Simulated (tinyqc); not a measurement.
Stepped quantum well by finite differences: sweeps and comparisons. A value that a table varies takes the place of the one given here.

Finite differences on points z_i at the centres of cells of width h: H_ii = (c/h^2)(1/m_(i-1/2) + 1/m_(i+1/2)) + V_i, H_(i,i+1) = -(c/h^2)/m_(i+1/2), where m_(i+1/2) is the mean of the masses at the two points (the end values are repeated outwards), psi = 0 on the points beyond both ends, c = hbar^2/2m0. The field adds e F (z - z0) with z0 the middle of the structure; 1 kV/cm = 1e-5 eV/angstrom.

Constants: hbar^2/2m0 = 3.80998211 eV angstrom^2.

Inputs chosen for the exercise (out of a larger set: near those of a non-polar GaN well in AlGaN; not measured data):

| symbol | value | unit | meaning |
|---|---|---|---|
| layers | ((33, 0.255, 0.22), (22, 0, 0.201), (33, 0.066, 0.2059), (33, 0.255, 0.22)) |  | each layer: thickness in angstrom, band edge in eV, mass in m0 |
| hf | 0.6875 | angstrom | cell width of the fine grid |
| Fs | (0, 16.7, 33.3, 50, 66.7, 83.3, 100) | kV/cm | fields |

## Stark shift

Fine grid. Perturbation theory: dE1 = e F z_11 - beta (e F)^2 with beta = sum_j z_1j^2/(E_j - E_1) over the 13 next levels at zero field, z from z0.

Levels against field:

| F (kV/cm) | E1 (eV) | E2 (eV) | dE1 (meV) | second order (meV) | <z - z0> (angstrom) | E2 - E1 (meV) |
|---|---|---|---|---|---|---|
| 0 | 0.0690 | 0.1657 | 0.00 | 0.00 | -6.9 | 96.7 |
| 16.7 | 0.0678 | 0.1665 | -1.21 | -1.21 | -7.5 | 98.7 |
| 33.3 | 0.0665 | 0.1673 | -2.50 | -2.51 | -8.1 | 100.8 |
| 50.0 | 0.0651 | 0.1681 | -3.90 | -3.92 | -8.6 | 103.0 |
| 66.7 | 0.0636 | 0.1689 | -5.38 | -5.43 | -9.1 | 105.2 |
| 83.3 | 0.0621 | 0.1695 | -6.93 | -7.03 | -9.6 | 107.5 |
| 100 | 0.0604 | 0.1702 | -8.58 | -8.74 | -10.1 | 109.8 |

z_11 = -6.93 angstrom
beta = 1803 angstrom^2/eV

How do the results move?

The state sits -6.9 angstrom off the middle at zero field, so the shift starts linearly in F. At 100 kV/cm E1 has moved by -8.58 meV, where second order gives -8.74 meV; they differ by 1.8 % there. The electron moves by -3.2 angstrom, against the rise of the potential. E2 - E1 grows with the field; the ends are 96.7 and 109.8 meV.

## Thickness of the outer barriers

Fine grid, zero field, both outer layers set to each thickness in turn.

Levels (eV):

| outer layers (angstrom) | E1 | E2 | E3 |
|---|---|---|---|
| 8.250 | 0.07552 | 0.19091 | 0.38448 |
| 16.500 | 0.07015 | 0.17186 | 0.32798 |
| 33.000 | 0.06901 | 0.16568 | 0.29132 |
| 66.000 | 0.06897 | 0.16512 | 0.27094 |
| 132.000 | 0.06897 | 0.16511 | 0.26093 |

Which of the three levels are properties of the well, and how thick must the outer layers be?

E1 is bound, and within 0.1 meV of the last row from 33 angstrom on. E2 is bound, and within 0.1 meV of the last row from 66 angstrom on. E3 lies above the barrier edge 0.255 eV and keeps falling (-10.0 meV in the last step): it is a state of the box.

(tinyqc, `OMP_NUM_THREADS=1 python tinyqc.py 1280946 1280947 out.jsonl`, Intel(R) Xeon(R) Processor @ 2.30GHz, 1 thread, shared host, about 0.03 s.)
